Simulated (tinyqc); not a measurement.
Inputs raised by 2 %, one at a time: implant damage, amorphisation by cascade overlap, and solid-phase epitaxial regrowth. Computed by tinyqc, a small Python program. Command: `OMP_NUM_THREADS=1 python tinyqc.py 3113979 3113980 out.jsonl sper sens`. One thread of a shared host (Intel(R) Xeon(R) Processor @ 2.30GHz), about 0.02 s of CPU time with the checks.

Range and width of the damage are inputs. Dynamic annealing enters only through the surviving share f.

Inputs (values chosen for the exercise, modelled on germanium ions in silicon):

| quantity | value | unit |
|---|---|---|
| atomic density N | 49.9 | 1/nm^3 |
| ion Z1 | 32 | - |
| ion mass M1 | 72.6 | u |
| target Z2 | 14 | - |
| target mass M2 | 28.09 | u |
| ion energy E | 65 | keV |
| displacement energy E_d | 15 | eV |
| depth of the damage peak R_d | 41 | nm |
| width of the damage profile s_d | 21 | nm |
| share of defects that survive f | 0.38 | - |
| critical displaced share x_c | 0.14 | - |
| dose Q | 4.6e+14 | 1/cm^2 |
| regrowth prefactor v0 | 4e+15 | nm/s |
| regrowth energy E_a | 2.7 | eV |
| anneal temperature | 655 | C |
| rate relative to (100) | 1 | - |
| peak enhancement by the dopant | 7.3 | - |
| ramp rate | 12 | K/s |

Constants: a_0 = 0.529177210903 angstrom; e^2/(4 pi eps_0) = 14.39964548 eV angstrom; k_B = 8.617333262e-05 eV/K.

Method:
- Robinson partition: eps = E a M2/(Z1 Z2 (e^2/(4 pi eps_0)) (M1 + M2)), a = 0.8853 a_0/sqrt(Z1^(2/3) + Z2^(2/3)); k = 0.0793 Z1^(2/3) Z2^(1/2) (M1 + M2)^(3/2)/((Z1^(2/3) + Z2^(2/3))^(3/4) M1^(3/2) M2^(1/2)); damage energy T_d = E/(1 + k (eps + 0.40244 eps^(3/4) + 3.4008 eps^(1/6))); displacements nu = 0.8 T_d/(2 E_d).
- Displaced share x(z) = f nu Q exp(-(z - R_d)^2/(2 s_d^2))/(sqrt(2 pi) s_d N); the layer is amorphous where x > x_c, between R_d -/+ s_d sqrt(2 ln(x_max/x_c)), the upper edge being cut at the surface. Threshold dose Q_c = Q x_c/x_max.
- Displaced atoms per area beyond the lower edge z2: f nu Q (1/2) erfc((z2 - R_d)/(sqrt2 s_d)); they are not removed by regrowth.
- v = v0 x orientation factor x exp(-E_a/(k_B T)) x [1 + (enhancement - 1) exp(-(z - R_d)^2/(2 s_d^2))], T = anneal temperature + 273.15 K; the dopant is taken to follow the damage profile; the lower front moves from the lower edge z2 to the surface, or to the middle (z1 + z2)/2 of a buried layer with upper edge z1; time = int dz/v; the equivalent undoped distance is that time times the undoped velocity.
- On a linear ramp from 200 C regrowth ends at the T_f where int v_undoped dT/(ramp rate) equals the equivalent undoped distance.

Runs:

| input moved | from | to | threshold dose Q_c (1/cm^2) | lower edge (nm) | displaced atoms beyond z2 (1/cm^2) | temperature at which regrowth ends (C) |
|---|---|---|---|---|---|---|
| base run | - | - | 7.738e+13 | 80.65 | 6.450e+15 | 637.0 |
| displacement energy E_d (eV) | 15 | 15.3 | 7.893e+13 | 80.43 | 6.476e+15 | 636.7 |
| share of defects that survive f | 0.38 | 0.3876 | 7.587e+13 | 80.87 | 6.424e+15 | 637.3 |
| critical displaced share x_c | 0.14 | 0.1428 | 7.893e+13 | 80.43 | 6.606e+15 | 636.7 |
| dose Q (1/cm^2) | 4.6e+14 | 4.692e+14 | 7.738e+13 | 80.87 | 6.424e+15 | 637.3 |
| peak enhancement by the dopant | 7.3 | 7.446 | 7.738e+13 | 80.65 | 6.450e+15 | 636.6 |
| ramp rate (K/s) | 12 | 12.24 | 7.738e+13 | 80.65 | 6.450e+15 | 637.5 |

Exponents ln(y'/y) / ln(x'/x):

| input | threshold dose Q_c | lower edge | displaced atoms beyond z2 | temperature at which regrowth ends |
|---|---|---|---|---|
| displacement energy E_d | 1 | -0.138 | 0.206 | -0.023 |
| share of defects that survive f | -1 | 0.137 | -0.204 | 0.023 |
| critical displaced share x_c | 1 | -0.138 | 1.206 | -0.023 |
| dose Q | 0 | 0.137 | -0.204 | 0.023 |
| peak enhancement by the dopant | 0 | 0.000 | 0.000 | -0.033 |
| ramp rate | 0 | 0.000 | 0.000 | 0.039 |

To which inputs is each result most sensitive?

Among the inputs moved here: threshold dose Q_c answers most in size to displacement energy E_d (exponent +1.000), and about equally to share of defects that survive f (-1.000), critical displaced share x_c (+1.000); its exponent is below 0.0005 for dose Q, peak enhancement by the dopant, ramp rate. Its exponent +1.000 in displacement energy E_d: displacements go as 1/E_d. Lower edge answers most in size to displacement energy E_d (exponent -0.138), and about equally to critical displaced share x_c (-0.138), share of defects that survive f (+0.137), dose Q (+0.137); its exponent is below 0.0005 for peak enhancement by the dopant, ramp rate. Displaced atoms beyond z2 answers most in size to critical displaced share x_c (exponent +1.206), next to displacement energy E_d (+0.206); its exponent is below 0.0005 for peak enhancement by the dopant, ramp rate. Temperature at which regrowth ends answers most in size to ramp rate (exponent +0.039), next to peak enhancement by the dopant (-0.033).

Extremes, crossings and ranges named in words are read from the listed rows.
